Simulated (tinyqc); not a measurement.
Shallow donor in an anisotropic valley (effective-mass theory): sweeps and comparisons. A value that a table varies takes the place of the one given here.

One valley: H = -c [(d2/dx2 + d2/dy2)/mt + (d2/dz2)/ml] - q/(eps r), c = hbar^2/2m0, q = e^2/(4 pi eps0). Trial function exp(-sqrt((x^2 + y^2)/a^2 + z^2/b^2)) with a > b: T = (c/3)(2/(mt a^2) + 1/(ml b^2)), V = -(q/eps) atan(u/b)/u, u = sqrt(a^2 - b^2). The central cell of the impurity is left out.

Constants: hbar^2/2m0 = 3.80998211 eV angstrom^2; e^2/(4 pi eps0) = 14.39964547 eV angstrom; Ry = 13.60569312 eV; a0 (Bohr radius) = 0.5291772105 angstrom.

Parameters, chosen for this exercise (near those of 3C SiC; the results hold for these values, not for the real material): mt = 0.251 m0 (transverse mass); eps = 9.6 (dielectric constant); xs = (1.3, 2, 3.6, 5.2, 11, 17, 37, 250) (ratios ml/mt); ml = 0.689 m0 (longitudinal mass).

## Mass anisotropy

mt and eps fixed, ml varied. Energies in units of Ry*(mt) = Ry mt/eps^2 and lengths in a*(mt) = a0 eps/mt; the last two columns use one mass, 3/(1/ml + 2/mt) or (ml mt^2)^(1/3).

Results:

| ml/mt | a/a* | b/a | binding | conductivity mass | density-of-states mass |
|---|---|---|---|---|---|
| 1.30 | 0.947 | 0.911 | 1.089 | 1.083 | 1.091 |
| 2.00 | 0.870 | 0.782 | 1.241 | 1.200 | 1.260 |
| 3.60 | 0.784 | 0.636 | 1.457 | 1.317 | 1.533 |
| 5.20 | 0.739 | 0.559 | 1.595 | 1.368 | 1.732 |
| 11.0 | 0.665 | 0.431 | 1.874 | 1.435 | 2.224 |
| 17.0 | 0.631 | 0.371 | 2.032 | 1.457 | 2.571 |
| 37.0 | 0.582 | 0.284 | 2.300 | 1.480 | 3.332 |
| 250 | 0.506 | 0.149 | 2.843 | 1.497 | 6.300 |

The binding grows from 1.09 to 2.84 Ry*(mt); for ml going to infinity the exact problem becomes two-dimensional, with 4 Ry*. The conductivity mass saturates at 1.5 and underbinds, by 14 % at ml/mt = 5.2; the density-of-states mass errs by +9 % there and by +122 % in the last row. With these mt and eps one unit is 37.06 meV.

## What each parameter does

The minimum of the trial energy. Each row changes one parameter from the base and keeps the others.

Results:

| case | E (meV) | a (angstrom) | b (angstrom) | b/a |
|---|---|---|---|---|
| base | -50.27 | 16.62 | 11.62 | 0.699 |
| ml = 0.551 m0 | -47.24 | 17.31 | 13.09 | 0.757 |
| mt = 0.226 m0 | -46.55 | 18.13 | 12.22 | 0.674 |
| eps = 10.6 | -41.23 | 18.35 | 12.84 | 0.699 |

The largest shifts from the base row, up to three for each result and ties (the steps differ in size, so this ranks the rows, not the parameters). E (meV): eps +9.04, mt +3.71, ml +3.03. a (angstrom): eps +1.73, mt +1.50, ml +0.68. b (angstrom): ml +1.47, eps +1.21, mt +0.59. b/a: ml +0.057, mt -0.025; unchanged at the printed digits by eps. eps only rescales the solution (E as 1/eps^2, lengths as eps), so b/a depends on ml/mt alone.

Program tinyqc; command `OMP_NUM_THREADS=1 python tinyqc.py 1282258 1282259 out.jsonl`; about 0.01 s on one thread of a shared Intel(R) Xeon(R) Processor @ 2.30GHz.
